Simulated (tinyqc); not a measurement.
Mesh size and shift: special k points of the simple cubic lattice.

Lattice vectors in units of a: a1 = (1, 0, 0), a2 = (0, 1, 0), a3 = (0, 0, 1); reciprocal vectors b_i with a_i . b_j = 2 pi delta_ij. Mesh: k = sum_i f_i b_i with f_i = (2 j_i + shift)/(2 N), j_i = 0 .. N-1. The point group of the lattice has 48 operations; only those that map the mesh onto itself are used.

A_m(k) = sum over the m-th star of lattice vectors R of cos(k . R), stars in order of length: m = 1: |R|^2 = 1, 6 vectors, such as (1, 0, 0) in the basis a_i; m = 2: |R|^2 = 2, 12 vectors, such as (1, 1, 0) in the basis a_i; m = 3: |R|^2 = 3, 8 vectors, such as (1, 1, 1) in the basis a_i; m = 4: |R|^2 = 4, 6 vectors, such as (2, 0, 0) in the basis a_i; m = 5: |R|^2 = 5, 24 vectors, such as (2, 1, 0) in the basis a_i; m = 6: |R|^2 = 6, 24 vectors, such as (2, 1, 1) in the basis a_i. The zone mean of every A_m is zero.

Test function, the lower band of a two-band insulator: E(k) = -sqrt(D^2 + (e0 - t A_1(k))^2).

Inputs chosen for the exercise:

| symbol | value | unit | meaning |
|---|---|---|---|
| D | 1.19 | eV | half gap term |
| t | 0.36 | eV | coupling |
| e0 | 0.6 | eV | offset |

Errors of the mean of E against the unshifted mesh with N = 24. The fifth column is |R|^2 of the shortest star with a non-zero mean.

Meshes:

| mesh | points | irreducible | operations | \|R\|^2 missed | error (meV) |
|---|---|---|---|---|---|
| 1 Gamma | 1 | 1 | 48 | 1.00 | -412.083 |
| 1 shifted | 1 | 1 | 48 | 1.00 | -1455.629 |
| 2 Gamma | 8 | 4 | 48 | 4.00 | -185.947 |
| 2 shifted | 8 | 1 | 48 | 4.00 | 217.278 |
| 3 Gamma | 27 | 4 | 48 | 9.00 | -10.150 |
| 3 shifted | 27 | 4 | 48 | 9.00 | 8.652 |
| 4 Gamma | 64 | 10 | 48 | 16.00 | 1.069 |
| 4 shifted | 64 | 4 | 48 | 16.00 | -0.869 |
| 5 Gamma | 125 | 10 | 48 | 25.00 | 0.119 |
| 5 shifted | 125 | 10 | 48 | 25.00 | -0.154 |
| 6 Gamma | 216 | 20 | 48 | 36.00 | 0.005 |
| 6 shifted | 216 | 10 | 48 | 36.00 | -0.001 |

reference mean = -1.54998 eV

How do the results move, and what explains it?

The shifted mesh has the smaller error for 3 of 6 values of N and the larger for 3. The cheapest mesh within 1 meV is 4 shifted, with 4 irreducible points. A mesh misses the lattice vectors N (n1 a1 + n2 a2 + ...); the half shift gives each the sign (-1)^(n1 + n2 + ...), so the 6 shortest ones add up to -6 in place of 6: their term only changes sign. The shift keeps the full symmetry; it leaves fewer irreducible points for N = 2, 4 and 6.

Program tinyqc; command `OMP_NUM_THREADS=1 python tinyqc.py 1682207 1682208 out.jsonl`; about 0.1 s on one thread of a shared Intel(R) Xeon(R) Processor @ 2.30GHz.
